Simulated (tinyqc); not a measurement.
The starting point: quasiparticle equation with a plasmon-pole self-energy for two band edges.

For each edge E = e + X + Sc(E), with the correlation part Sc(E) = A[0]/(E - a + w) + A[1]/(E - b - w); a and b are the valence and conduction energies that enter the Green function (a = ev, b = ec in the one-shot scheme). Z = 1/(1 - dSc/dE), dSc/dE = -A[0]/(E - a + w)^2 - A[1]/(E - b - w)^2.

Parameters, chosen for this exercise (scales of the order of those of GaN; the results hold for these values, not for the real material):
- ev = 0 eV (mean-field valence top)
- ec = 1.95 eV (mean-field conduction edge)
- w = 16.7 eV (pole energy)
- Av = (33, 17.7) eV^2 (weights of the valence state on the hole and electron poles)
- Ac = (16.7, 32) eV^2 (the same for the conduction state)
- Xv = -1.77 eV (exchange minus the mean-field potential, valence)
- Xc = 1.93 eV (the same, conduction)

The mean-field gap is opened by d (ev lowered by d/2, ec raised by d/2) and X is changed by the opposite amounts, so that e + X stays; one-shot and G-updated gaps.

Gaps (eV):
```
d    start  one-shot  update G
0.0  1.950    3.3634    3.4638
0.2  2.150    3.3771    3.4638
0.4  2.350    3.3908    3.4638
0.6  2.550    3.4043    3.4638
0.9  2.850    3.4242    3.4638
1.6  3.550    3.4697    3.4638
```

Give the missing row, d = 1.2.

Computed row:
```
d    start  one-shot  update G
1.2  3.150    3.4439    3.4638
```

The one-shot gap moves by a fraction 0.07 of any change of the starting gap, while the updated gap, 3.4638 eV, does not depend on it. The two agree where the start already equals the result, near d = 1.51 eV. A real change of starting point alters the orbitals and the screening too; this model holds both fixed.

(tinyqc, `OMP_NUM_THREADS=1 python tinyqc.py 1850491 1850492 out.jsonl`, Intel(R) Xeon(R) Processor @ 2.30GHz, 1 thread, shared host, about 0.02 s.)
